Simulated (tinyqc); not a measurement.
Localisation in a chain with random site energies (transfer matrices): one step. The product of transfer matrices. Two cases, with inputs chosen for the exercise.

Task: Multiply site by site and give T for each length.

Hopping -t; leads with site energy 0, E = -2t cos(ka). psi_(j+1) = ((e_j - E)/t) psi_j - psi_(j-1), a product of matrices M_j = [[(e_j - E)/t, -1], [1, 0]]. For M = M_N ... M_1 the transmission is T = 4 sin^2(ka)/|M21 - M12 + M22 exp(ika) - M11 exp(-ika)|^2. Long samples draw e_j = W (x_j/2147483647 - 1/2) from x_j = 16807 x_(j-1) mod 2147483647, starting at x0. The localisation length xi, in sites, is defined by ln T = -2N/xi on average; weak disorder gives xi = 24 (4t^2 - E^2)/W^2, and the mean free path for backscattering is xi/2.

Case 1.

Values chosen: t = 0.69 eV (hopping); E = -0.49 eV (energy); e = (-0.06, 0.17, -0.06, 0.33, 0.42, -0.39, 0.27, 0.23, -0.24) eV (site energies of the short sample).

Case 2.

Values chosen: t = 1 eV (hopping); E = -0.8 eV (energy); e = (0.99, 0.26, 0.88, 1.1, -0.2, -1.04) eV (site energies of the short sample).

Give: Running product.

Result:

Case 1.

Running product:
```
j,(e_j - E)/t,M11,M12,M21,M22,T
1,0.6232,0.6232,-1.0000,1.0000,0.0000,0.9978
2,0.9565,-0.4039,-0.9565,0.6232,-1.0000,0.9726
3,0.6232,-0.8749,0.4039,-0.4039,-0.9565,0.9626
4,1.1884,-0.6358,1.4365,-0.8749,0.4039,0.9153
5,1.3188,0.0363,1.4906,-0.6358,1.4365,0.7682
6,0.1449,0.6411,-1.2205,0.0363,1.4906,0.5462
7,1.1014,0.6698,-2.8350,0.6411,-1.2205,0.4299
8,1.0435,0.0578,-1.7377,0.6698,-2.8350,0.4043
9,0.3623,-0.6488,2.2053,0.0578,-1.7377,0.3067
```

T is 0.3067 for the whole sample and falls at every site. The determinant of M stays 1.

Case 2.

Running product:
```
j,(e_j - E)/t,M11,M12,M21,M22,T
1,1.7900,1.7900,-1.0000,1.0000,0.0000,0.7742
2,1.0600,0.8974,-1.0600,1.7900,-1.0000,0.7669
3,1.6800,-0.2824,-0.7808,0.8974,-1.0600,0.9933
4,1.9000,-1.4339,-0.4235,-0.2824,-0.7808,0.7847
5,0.6000,-0.5780,0.5267,-1.4339,-0.4235,0.7554
6,-0.2400,1.5726,0.2971,-0.5780,0.5267,0.6251
```

T is 0.6251 for the whole sample and does not fall steadily (it rises at j = 3): reflected waves interfere. The determinant of M stays 1.

Computed by tinyqc, one run a case: `OMP_NUM_THREADS=1 python tinyqc.py N N+1 out.jsonl` with N = 1452435, 1452584; one thread of a shared Intel(R) Xeon(R) Processor @ 2.30GHz, about 0.08 s a run at most.
